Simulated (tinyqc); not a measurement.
# Doping from two capacitances

Question. An abrupt p-n junction obeys 1/C^2 = 2 (Vbi - V)/(q eps0 eps_r Ne), Ne = Na Nd/(Na + Nd), Vbi = Vt ln(Na Nd/ni^2), V the bias of the p side. Nd is known to be the larger doping. Find Ne, Vbi, Na and Nd.

Parameters, values chosen for the exercise:
- T = 293 K (temperature)
- eps_r = 11.7 (relative permittivity)

Constants: q = 1.602176634e-19 C, kB = 1.380649e-23 J/K, Vt = kB T/q, eps0 = 8.8541878128e-14 F/cm where lengths are in cm. Results are converted to the units shown.

C at V = -0.4 and -5.3 V (nF/cm^2): 168.71876  79.085272
ni = 4.1719442e9 cm^-3

Solution. The slope of 1/C^2 against -V gives Ne and its intercept Vbi. Then Na Nd = ni^2 exp(Vbi/Vt) and Na + Nd = Na Nd/Ne, so both are roots of one quadratic.

Ne = 4.73e17 cm^-3
Vbi = 0.980 V
Na = 6.20e17 cm^-3
Nd = 2.00e18 cm^-3

Computed by the program tinyqc: `OMP_NUM_THREADS=1 python tinyqc.py 2000006 2000007 out.jsonl`, one thread of a shared Intel Xeon 2.30GHz, about 0.02 s for the whole run.
